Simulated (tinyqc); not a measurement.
Impurity strength from the transmission.

Question. An infinite chain has hopping -t with t = 0.867 eV and site energy 0; E = -2 t cos(k) with E = -1.27 eV. One site has the energy u > 0, so T(E) = 1/[1 + u^2/(4 t^2 sin^2 k)]. Find sin^2 k and u.

T(E) = 0.30079830

Answer. sin^2 k = 1 - (E/2t)^2, and u = 2 t |sin k| sqrt(1/T(E) - 1).

sin^2 k = 0.4636
u = 1.800 eV

Computed by the program tinyqc: `OMP_NUM_THREADS=1 python tinyqc.py 2660018 2660019 out.jsonl`, one thread of a shared Intel Xeon 2.30GHz, about 0.02 s for the whole run.
